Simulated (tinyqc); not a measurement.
Illuminated p-n diode, drift-diffusion by the Gummel loop with Scharfetter-Gummel fluxes: current against voltage in the dark.

Abrupt junction at x = 0, p side from -Lp, n side to Ln, ohmic contacts. psi is counted from the intrinsic level; n = ni exp((psi - phin)/Vt), p = ni exp((phip - psi)/Vt). Contacts: p side psi = V - Vt ln(Na/ni), p = Na, n = ni^2/Na; n side psi = Vt ln(Nd/ni), n = Nd, p = ni^2/Nd. Constant mobilities, D = mu Vt, Boltzmann statistics, SRH recombination through a mid-gap level, U = (n p - ni^2)/(tp (n + ni) + tn (p + ni)). Current is positive from the p contact to the n contact.

ni = sqrt(Nc Nv) exp(-Eg/(2 Vt)), Eg in volts. Poisson and both continuity equations are solved self-consistently with Scharfetter-Gummel fluxes on a graded mesh of 500 nodes. J_scr is q times the integral of U between -xp and xn. Ideal diffusion current J_id = q ni^2 [Dn coth(wp/Le)/(Le Na) + Dp coth(wn/Lh)/(Lh Nd)] (exp(V/Vt) - 1), Le = sqrt(Dn tn), Lh = sqrt(Dp tp), wp = Lp - xp, wn = Ln - xn, with xp and xn from the depletion approximation (W = sqrt(2 eps0 eps_r (Vbi - V)(1/Na + 1/Nd)/q), xp = W Nd/(Na + Nd), xn = W Na/(Na + Nd), Vbi = Vt ln(Na Nd/ni^2)). Ideality factor = 0.004 V/(Vt ln[J(V + 0.004 V)/J(V)]). Here G = 0.

Parameters, values chosen for the exercise; band and dielectric values close to those of In0.53Ga0.47As: temperature T = 300 K; band gap Eg = 0.746 eV; relative permittivity eps_r = 14; conduction-band density of states at T Nc = 2.07e17 cm^-3; valence-band density of states at T Nv = 7.72e18 cm^-3; acceptor density of the p side Na = 2.5e16 cm^-3; donor density of the n side Nd = 2.1e16 cm^-3; electron mobility mun = 7000 cm^2/(V s); hole mobility mup = 270 cm^2/(V s); SRH lifetime of electrons tn = 2e-7 s; SRH lifetime of holes tp = 4e-10 s; length of the p side Lp = 1.3 um; length of the n side Ln = 2.2 um; uniform generation rate G = 0 cm^-3 s^-1.

Constants: q = 1.602176634e-19 C, kB = 1.380649e-23 J/K, Vt = kB T/q, eps0 = 8.8541878128e-14 F/cm where lengths are in cm. Results are converted to the units shown.

Current against voltage in the dark:

| V (V) | J (A/cm^2) | ideality factor | J_scr/J (%) | J_id (A/cm^2) | share recombining at the contacts (%) | larger minority/doping at -xp and xn |
|---|---|---|---|---|---|---|
| 0.12 | 6.59e-4 | 1.05 | 21.8 | 5.18e-4 | 71.1 | 1.68e-7 |
| 0.16 | 0.00286 | 1.05 | 15.3 | 0.00244 | 77.1 | 7.85e-7 |
| 0.2 | 0.0126 | 1.04 | 9.76 | 0.0114 | 82.0 | 3.66e-6 |
| 0.23 | 0.0387 | 1.03 | 6.66 | 0.0364 | 84.8 | 1.16e-5 |
| 0.27 | 0.176 | 1.02 | 3.77 | 0.170 | 87.5 | 5.39e-5 |
| 0.31 | 0.802 | 1.02 | 1.91 | 0.796 | 89.3 | 2.50e-4 |
| 0.35 | 3.67 | 1.02 | 0.774 | 3.72 | 91.1 | 0.00116 |
| 0.38 | 11.4 | 1.03 | 0.328 | 11.8 | 92.9 | 0.00362 |
| 0.42 | 50.4 | 1.05 | 0.0910 | 55.2 | 95.9 | 0.0161 |

What does the table show?

J rises from 6.59e-4 to 50.4 A/cm^2; the ideality factor goes from 1.05 through a minimum of 1.02 (at V = 0.31 V among the rows listed) to 1.05. Recombination in the depleted layer stays under half of the current. Where the factor is lowest (V = 0.31 V), J is 0.75 % above the ideal diffusion current.

Computed by the program tinyqc: `OMP_NUM_THREADS=1 python tinyqc.py 2240168 2240169 out.jsonl`, one thread of a shared Intel Xeon 2.30GHz, about 0.8 s for the whole run.
